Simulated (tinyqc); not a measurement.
# Segment and feed resistance from two drops

Inverse problem. A rail is fed at one end through Rq; K loads of Ij follow, each after a segment Rs. The drop at load j is K Ij Rq + Rs Ij sum_(l=1..j) (K - l + 1). Find Rs, Rq and the worst drop, at the middle, if the rail were fed through Rq at both ends: K Ij Rq/2 + Rs Ij K^2/8 with the load taken as continuous.

Inputs (values chosen for the exercise):
```
symbol,value,unit,meaning
K,17,,number of equal loads
Ij,1,mA,current of each load
```

drops at the first and at the last load (mV): [12.58, 58.82]

Answer. The difference of the two drops is Rs Ij K (K - 1)/2, which gives Rs; the first drop then gives Rq.

Rs = 0.3400 ohm
Rq = 0.4000 ohm
drop at the middle with two feeds = 15.68 mV

Computed by the program tinyqc: `OMP_NUM_THREADS=1 python tinyqc.py 2770171 2770172 out.jsonl`, one thread of a shared Intel Xeon 2.30GHz, about 0.08 s for the whole run.
